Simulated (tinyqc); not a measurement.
From one set of inputs to another, one input at a time: sputter depth profiling of a dopant layer: erosion rate, quantification and the mixing-roughness response. Computed by tinyqc, a small Python program. Command: `OMP_NUM_THREADS=1 python tinyqc.py 3019137 3019138 out.jsonl sims ladder`. One thread of a shared host (Intel(R) Xeon(R) Processor @ 2.30GHz), about 0.2 s of CPU time with the checks.

A rastered ion beam erodes silicon (49.94 atoms per nm^3). The measured profile is the true one convolved with a depth response.

The inputs printed are set A. Inputs not listed in the table keep their values of set A, so the rows need not describe a real material.

Inputs (values chosen for the exercise, modelled on a dopant in silicon under an oxygen or caesium beam): beam energy E = 1.5 keV; beam current = 260 nA; raster side = 250 um; sputter yield at 1 keV = 1.1; mixing length at 1 keV = 1.9 nm; roughness sigma = 1.2 nm; depth of the top edge z0 = 50 nm; box width b = 1.9 nm; box concentration C = 1.6e+19 1/cm^3; relative sensitivity factor RSF = 3.3e+21 1/cm^3; matrix count rate = 3.4e+06 1/s; background count rate = 1.1 1/s; counting time per point = 2 s; level that defines the junction C_B = 6e+17 1/cm^3.

True profile: box.

Constants: e = 1.602176634e-19 C.

Method:
- Scaling chosen for the exercise: yield Y = Y1 E^0.5, mixing length w = w1 E^0.5 (E in keV).
- Erosion rate = Y I/(e x raster^2 x density); depth step = rate x counting time; concentration = RSF x counts/matrix counts; detection limit = RSF x 3 sqrt(background x time)/(matrix rate x time).
- Mixing alone turns a layer at z0 into (1/w) exp(-(z - z0 + w)/w) for z > z0 - w; roughness adds a Gaussian of width sigma. With x = z - z0 + w: g(x) = (1/(2w)) exp(sigma^2/(2 w^2) - x/w) erfc((sigma/w - x/sigma)/sqrt2), and its integral G(x) = (1/2) erfc(-x/(sigma sqrt2)) - w g(x). Measured: C [G(x) - G(x - b)].
- Find the maximum, the full width at half maximum and the deep point where the profile falls to C_B; far down, the trailing edge decays by w ln(10) per decade.
- Convolution adds means and variances: the response has mean 0 (shift -w plus exponential mean w) and variance w^2 + sigma^2; a box adds the mean b/2 and the variance b^2/12.

Each row keeps all changes above it:
```
input moved                                      from       to  peak concentration (1/cm^3)  apparent junction depth (nm)  standard deviation (nm)
set A                                               -        -                   5.8023e+18                        56.165                   2.6750
box concentration C (1/cm^3)                  1.6e+19  7.6e+19                   2.7561e+19                        59.791                   2.6750
roughness sigma (nm)                              1.2     0.31                   3.8386e+19                        59.503                   2.4108
level that defines the junction C_B (1/cm^3)    6e+17    4e+17                   3.8386e+19                        60.446                   2.4108
beam current (nA)                                 260      200                   3.8386e+19                        60.446                   2.4108
mixing length at 1 keV (nm)                       1.9      1.4                   4.5754e+19                        58.523                   1.8267
beam energy E (keV)                               1.5     0.96                   5.1131e+19                        57.366                   1.5095
box width b (nm)                                  1.9      1.5                   4.4026e+19                        56.801                   1.4715
```

Which inputs carry the difference?

Peak concentration goes from 5.80e18 to 4.40e19, a factor 7.59 in all. The largest single move comes from box concentration C (a factor 4.75). Apparent junction depth goes from 56.2 to 56.8, a factor 1.011 in all. The largest single move comes from box concentration C (a factor 1.06), and mixing length at 1 keV works against it (a factor 0.968). Standard deviation goes from 2.68 to 1.47, a factor 0.550 in all. The largest single move comes from mixing length at 1 keV (a factor 0.758). The single moves hold for this order of the switches; the total does not depend on the order.

Extremes, crossings and ranges named in words are read from the listed rows.
